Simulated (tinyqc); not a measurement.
Frequency dispersion of an accumulation capacitance by border traps, distributed model: two steps of the calculation.

Traps spread evenly through the insulator exchange electrons with the semiconductor by tunnelling, with tau(x) = t0 exp(2 ka x) at depth x from the interface. The admittance per area Y seen at depth x obeys dY/dx = -Y^2/(i w eps0 eox) + q Nb ln(1 + i w tau)/tau, with Y(0) = i w Cs and w = 2 pi f; the gate sees Y(tox) = G + i w C. Working variable y = Y/(i w), in uF/cm^2. Cox = eps0 eox/tox.

Parameters, values chosen for the exercise; permittivity close to that of aluminium oxide: relative permittivity of the insulator eox = 8.65; insulator thickness tox = 8.1 nm; semiconductor capacitance in accumulation Cs = 3 uF/cm^2; density of border traps Nb = 5.1e19 cm^-3 eV^-1; decay constant of the wave function in the insulator ka = 5.7 1/nm; time constant of a trap at the interface t0 = 1e-10 s; frequency f = 100 Hz; depth down to which the steps are taken xe = 1.9 nm.

Constants: q = 1.602176634e-19 C, eps0 = 8.8541878128e-14 F/cm where lengths are in cm. Results are converted to the units shown.

Question 1. Scales and lumped estimate. Cox; trap-free value 1/(1/Cox + 1/Cs); response depth d = ln(1/(w t0))/(2 ka), where w tau = 1; lumped estimate: all traps within d act as C_bt = q Nb d placed at d/2, so C = 1/{1/[1/(1/Cs + d/(2 eps0 eox)) + C_bt] + (tox - d/2)/(eps0 eox)}.

Find: Cox; trap-free C; d; C_bt; lumped C.

Answer 1.

Cox = 0.94554 uF/cm^2
trap-free C = 0.71894 uF/cm^2
d = 1.4546 nm
C_bt = 1.1886 uF/cm^2
lumped C = 0.80228 uF/cm^2

The traps within reach amount to 0.396 Cs and lie in the first 18.0 % of the insulator.

Question 2. Capacitance and conductance at the gate. Beyond xe the traps are ignored, so 1/y(tox) = 1/y(xe) + (tox - xe)/(eps0 eox); C = Re y, G/w = -Im y, loss tangent G/(w C).

y at xe = 2.3748714-0.0847277i uF/cm^2

Find: y at the gate; C; G/w; loss tangent.

Answer 2.

y at the gate = 0.8128-0.0099i uF/cm^2
C = 0.8128 uF/cm^2
G/w = 0.009915 uF/cm^2
loss tangent = 0.01220

Numbers from tinyqc (`OMP_NUM_THREADS=1 python tinyqc.py 2202096 2202097 out.jsonl`; about 0.5 s on one thread of a shared Intel Xeon 2.30GHz).
